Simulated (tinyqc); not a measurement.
# Thin-film transistor with exponential tail and deep states, accumulation layer: what changes with what

An undoped film in accumulation, thicker than the space-charge layer. With band bending psi the Fermi level lies E0 - psi below the band edge. Free electrons n = n0 exp(psi/Vt) carry the current; electrons in two exponential distributions of traps, a = a0 exp(psi/Va) and d = d0 exp(psi/Vp), do not. Linear regime, ohmic contacts, traps in equilibrium.

Inputs (values chosen for the exercise); values close to those of amorphous indium gallium zinc oxide:
- T = 250 K (temperature)
- eps_r = 10 (relative permittivity of the semiconductor)
- Nc = 4.9e18 cm^-3 (density of extended states)
- mb = 23 cm^2/(V s) (band mobility)
- Nt = 4.5e18 cm^-3 (total density of tail states)
- Tt = 390 K (characteristic temperature of the tail)
- Nd = 7e16 cm^-3 (total density of deep states)
- Td = 1400 K (characteristic temperature of the deep states)
- E0 = 0.64 eV (bulk Fermi level below the band edge)
- Ci = 100 nF/cm^2 (gate capacitance)
- WL = 20 (ratio W/L)
- Vd = 0.05 V (drain voltage)
- Vg = 2.8 V (gate voltage above flat band)

Constants: q = 1.602176634e-19 C, kB = 1.380649e-23 J/K, Vt = kB T/q, eps0 = 8.8541878128e-14 F/cm where lengths are in cm. Results are converted to the units shown.

Each table varies one quantity; the others keep the values above.

## Effect of the gate capacitance

Va = kB Tt/q, Vp = kB Td/q; n0 = Nc exp(-E0/Vt), a0 = Nt th(T/Tt) exp(-E0/Va), d0 = Nd th(T/Td) exp(-E0/Vp), th(x) = pi x/sin(pi x). G(psi) = sum over the three kinds of c0 [V (exp(psi/V) - 1) - psi], field F = sqrt(2 q G/(eps0 eps_r)); Vg = psi + eps0 eps_r F/Ci at the surface. Total charge Q = Ci (Vg - psi_s); free charge Qf = q times the integral of n0 (exp(psi/Vt) - 1)/F over psi from 0 to psi_s; I = (W/L) mb Qf Vd; effective mobility mb Qf/Q.

Effect of the gate capacitance:
```
Ci (nF/cm^2),E0 - psi_s (eV),Q (nC/cm^2),free share (%),effective mobility (cm^2/(V s)),I (nA)
20,0.1427,46.05,1.202,0.2765,12.73
31,0.1085,70.32,2.641,0.6075,42.72
49,0.07633,109.6,5.041,1.159,127.1
77,0.04673,169.9,8.551,1.967,334.2
120,0.01920,261.5,13.31,3.062,800.8
```

As Ci goes from 20 to 120 nF/cm^2, the free share rises from 1.20 to 13.3 %, the distance of the Fermi level from the edge falls from 0.143 to 0.0192 eV and the current rises from 12.7 to 801 nA. At Ci = 120 nF/cm^2 the surface Fermi level is within 2 Vt of the band edge, where the exponential forms fail. For Ci = 31 to 120 nF/cm^2 the th form, which assumes a Fermi level far below the edge, overcounts the filled tail at the surface by more than 15 %.

## Effect of the total density of deep states

Same model as above.

Result of one run:
```
Nd (cm^-3),E0 - psi_s (eV),Q (nC/cm^2),free share (%),effective mobility (cm^2/(V s)),I (nA)
2.4e17,0.03337,219.3,9.204,2.117,464.3
```

What becomes of these results when the total density of deep states Nd is changed from 2.4e17 to 4.1e16 cm^-3, all else the same?

Result of the changed run:
```
Nd (cm^-3),E0 - psi_s (eV),Q (nC/cm^2),free share (%),effective mobility (cm^2/(V s)),I (nA)
4.1e16,0.02985,219.0,11.60,2.667,584.0
```

The whole series:
```
Nd (cm^-3),E0 - psi_s (eV),Q (nC/cm^2),free share (%),effective mobility (cm^2/(V s)),I (nA)
7e15,0.02926,218.9,12.12,2.788,610.3
1.7e16,0.02944,218.9,11.96,2.751,602.2
4.1e16,0.02985,219.0,11.60,2.667,584.0
9.9e16,0.03086,219.1,10.81,2.486,544.6
2.4e17,0.03337,219.3,9.204,2.117,464.3
5.8e17,0.03982,220.0,6.342,1.459,320.9
1.4e18,0.05761,221.8,2.506,0.5765,127.8
```

As Nd goes from 7e15 to 1.4e18 cm^-3, the free share falls from 12.1 to 2.51 %, the distance of the Fermi level from the edge rises from 0.0293 to 0.0576 eV and the current falls from 610 to 128 nA. Q varies by only 1.3 %: the gate sets the charge, the traps decide how much of it moves. For Nd = 7e15 to 5.8e17 cm^-3 the surface Fermi level is within 2 Vt of the band edge, where the exponential forms fail. In every row the th form, which assumes a Fermi level far below the edge, overcounts the filled tail at the surface by more than 15 %.

Numbers from tinyqc (`OMP_NUM_THREADS=1 python tinyqc.py 2610108 2610109 out.jsonl`; about 0.02 s on one thread of a shared Intel Xeon 2.30GHz).
